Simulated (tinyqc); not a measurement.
Inside a calculation. Model: reverse leakage of an n+-p junction: diffusion, generation, trap-assisted and band-to-band tunnelling.

tinyqc, about 0.01 s, one thread, Intel Xeon 2.30GHz (shared host): `OMP_NUM_THREADS=1 python tinyqc.py 2290095 2290096 out.jsonl` Printed values are rounded; ~0 in a residual or rate marks an entry under 1e-11 of the largest of its column.

One-sided abrupt junction in the depletion approximation, x from the junction (0) to W on the p side, field F = F0 (1 - x/W). Flat quasi-Fermi levels, long p side. Traps generate through SRH with both lifetimes shortened by 1 + Gamma (Hurkx enhancement, form for moderate fields); band-to-band generation is local and needs a total bending above Eg.

Parameters, values chosen for the exercise; band and dielectric values close to those of silicon:

| symbol | value | unit | meaning |
|---|---|---|---|
| T | 300 | K | temperature |
| Eg | 1.1 | eV | band gap |
| eps_r | 11.7 |  | relative permittivity |
| Nc | 2.81e19 | cm^-3 | conduction-band density of states at T |
| Nv | 2.67e19 | cm^-3 | valence-band density of states at T |
| Na | 5e17 | cm^-3 | acceptor density of the lighter side |
| Nd | 1e20 | cm^-3 | donor density of the heavier side |
| tau | 2e-6 | s | SRH lifetime of both carriers at zero field |
| Et | 0 | eV | trap level above the intrinsic level |
| mt | 0.26 | m0 | tunnelling mass |
| Dn | 27 | cm^2/s | electron diffusion coefficient on the lighter side |
| Ab | 2.4e14 | cm^-0.5 V^-2.5 s^-1 | band-to-band prefactor |
| Bb | 1.94e7 | V/cm | band-to-band field constant |
| VR | 2.1 | V | reverse bias |

Constants: q = 1.602176634e-19 C, kB = 1.380649e-23 J/K, hbar = 1.054571817e-34 J s, m0 = 9.1093837015e-31 kg, Vt = kB T/q, eps0 = 8.8541878128e-14 F/cm where lengths are in cm. Results are converted to the units shown.

Range of the model: The n+ side is degenerate, so Vbi from Boltzmann statistics is only a guide.

## Field, scales and diffusion current

ni = sqrt(Nc Nv) exp(-Eg/(2 Vt)), Eg in volts; Vbi = Vt ln(Na Nd/ni^2); W = sqrt(2 eps0 eps_r (Vbi + VR)/(q Na)); F0 = 2 (Vbi + VR)/W; FG = sqrt(24 mt m0 (kB T)^3)/(q hbar); J_diff = q ni^2 sqrt(Dn/tau)(1 - exp(-VR/Vt))/Na.

ni = 1.57767e10 cm^-3
Vbi = 1.02998 V
W = 89.9732 nm
F0 = 695.759 kV/cm
FG = 376.147 kV/cm
J_diff = 2.93048e-13 A/cm^2

## Generation rates across the layer

u = (Vbi + VR)(1 - x/W)^2, p = Na exp(-u/Vt), n = Nd exp((u - Vbi - VR)/Vt); G0 = ni^2 (1 - exp(-VR/Vt))/(tau (n + p + 2 ni cosh(Et/Vt))); Gamma = 2 sqrt(3 pi)(F/FG) exp((F/FG)^2); trap-assisted part G0 Gamma; G_bb = Ab F^2.5 exp(-Bb/F) with F in V/cm, zero unless Vbi + VR > Eg. 14 equal steps.

```
point   x (nm)  F (kV/cm)     Gamma  G0 (cm^-3 s^-1)  G0 Gamma (cm^-3 s^-1)  G_bb (cm^-3 s^-1)
0       0.0000    695.759   347.665        1.24452e6              4.32676e8         7.53062e16
1       6.4267    646.062   201.506       2.16751e13             4.36766e15         7.32600e15
2      12.8533    596.365   120.226       3.94403e15             4.74174e17         4.91144e14
3      19.2800    546.668   73.7640       3.94417e15             2.90937e17         2.05302e13
4      25.7066    496.971   46.4781       3.94417e15             1.83318e17         4.65264e11
5      32.1333    447.274   30.0227       3.94417e15             1.18415e17          4.67306e9
6      38.5599    397.577   19.8344       3.94417e15             7.82302e16          1.53847e7
7      44.9866    347.880   13.3571       3.94416e15             5.26824e16                 ~0
8      51.4132    298.182   9.12452       3.93047e15             3.58637e16                 ~0
9      57.8399    248.485   6.27533       9.59059e14             6.01841e15                 ~0
10     64.2666    198.788   4.29039       4.87362e12             2.09097e13                 ~0
11     70.6932    149.091   2.84767       6.46361e10             1.84063e11                 ~0
12     77.1199     99.394   1.73978        2.94524e9              5.12405e9                 ~0
13     83.5465     49.697  0.825506        4.61640e8              3.81087e8                 ~0
14     89.9732      0.000         0        2.48903e8                      0                  0
```

## Current components

Each current is q times the trapezoid sum of its rate; J adds J_diff; J_bb under 1e-8 of the sum is given as 0.

J_SRH = 2.94288e-9 A/cm^2
J_TAT = 1.28093e-7 A/cm^2
J_bb = 4.68407e-9 A/cm^2
J = 1.35720e-7 A/cm^2

A fine grid gives J = 1.472e-7 A/cm^2; the coarse sum is 7.8 % below it. On the fine grid the largest part is trap-assisted tunnelling (95.6 %). The simple estimate q ni W/(2 tau cosh(Et/Vt)) is 87 % above the fine-grid J_SRH of 3.045e-9 A/cm^2, since near both edges n or p is large enough to quench generation.
